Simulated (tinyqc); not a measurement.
Worked calculation: Pariser-Parr-Pople SCF with singles CI, for the molecule [CH2+]c1ccccc1 (SMILES; centres numbered as the heavy atoms are written). One step of it, computed by the program tinyqc.

Task: Iteration 3: Fock matrix. F_rr = H_rr + P_rr gamma_rr / 2 + sum_(s != r) P_ss gamma_rs; F_rs = H_rs - P_rs gamma_rs / 2; E = tr P (H + F) / 2 + core repulsion sum_(r<s) z_r z_s gamma_rs.

P after iteration 2:
```
           1C         2C         3C         4C         5C         6C         7C
1C   0.460582   0.666454   0.262011  -0.115749  -0.266303  -0.115749   0.262011
2C   0.666454   1.062954   0.492523  -0.016995  -0.212892  -0.016995   0.492523
3C   0.262011   0.492523   0.879679   0.715809   0.182911  -0.278617  -0.217495
4C  -0.115749  -0.016995   0.715809   0.950818   0.624354   0.047992  -0.278617
5C  -0.266303  -0.212892   0.182911   0.624354   0.815470   0.624354   0.182911
6C  -0.115749  -0.016995  -0.278617   0.047992   0.624354   0.950818   0.715809
7C   0.262011   0.492523  -0.217495  -0.278617   0.182911   0.715809   0.879679
```

core matrix H (eV):
```
            1C          2C          3C          4C          5C          6C          7C
1C  -32.634190   -2.140000    0.000000    0.000000    0.000000    0.000000    0.000000
2C   -2.140000  -38.460598   -2.140000    0.000000    0.000000    0.000000   -2.140000
3C    0.000000   -2.140000  -36.988155   -2.140000    0.000000    0.000000    0.000000
4C    0.000000    0.000000   -2.140000  -35.996907   -2.140000    0.000000    0.000000
5C    0.000000    0.000000    0.000000   -2.140000  -35.736146   -2.140000    0.000000
6C    0.000000    0.000000    0.000000    0.000000   -2.140000  -35.996907   -2.140000
7C    0.000000   -2.140000    0.000000    0.000000    0.000000   -2.140000  -36.988155
```

repulsion gamma_rs (eV):
```
           1C         2C         3C         4C         5C         6C         7C
1C  11.130000   5.345539   3.872515   2.881267   2.621087   2.881267   3.872515
2C   5.345539  11.130000   5.346287   3.872515   3.517455   3.872515   5.346287
3C   3.872515   5.346287  11.130000   5.345539   3.872515   3.518103   3.873196
4C   2.881267   3.872515   5.345539  11.130000   5.346287   3.873196   3.518103
5C   2.621087   3.517455   3.872515   5.346287  11.130000   5.346287   3.872515
6C   2.881267   3.872515   3.518103   3.873196   5.346287  11.130000   5.345539
7C   3.872515   5.346287   3.873196   3.518103   3.872515   5.345539  11.130000
```

Centres (angstrom, eV; a flat drawing with bonds scaled to 1.40 angstrom):
```
centre          x          y  core charge z          W   gamma_rr
1C       2.400000   0.000000              1  11.160000  11.130000
2C       1.000000   0.000000              1  11.160000  11.130000
3C       0.300000   1.212000              1  11.160000  11.130000
4C      -1.100000   1.212000              1  11.160000  11.130000
5C      -1.800000   0.000000              1  11.160000  11.130000
6C      -1.100000  -1.212000              1  11.160000  11.130000
7C       0.300000  -1.212000              1  11.160000  11.130000
```

Give: F; pi energy.

Result:

F (eV):
```
         1C        2C       3C       4C       5C       6C       7C
1C  -9.9593   -3.9213  -0.5073   0.1668   0.3490   0.1668  -0.5073
2C  -3.9213  -10.4447  -3.4566   0.0329   0.3744   0.0329  -3.4566
3C  -0.5073   -3.4566  -9.6335  -4.0532  -0.3542   0.4901   0.4212
4C   0.1668    0.0329  -4.0532  -9.4226  -3.8090  -0.0929   0.4901
5C   0.3490    0.3744  -0.3542  -3.8090  -9.2721  -3.8090  -0.3542
6C   0.1668    0.0329   0.4901  -0.0929  -3.8090  -9.4226  -4.0532
7C  -0.5073   -3.4566   0.4212   0.4901  -0.3542  -4.0532  -9.6335
```

pi energy = -77.8339 eV
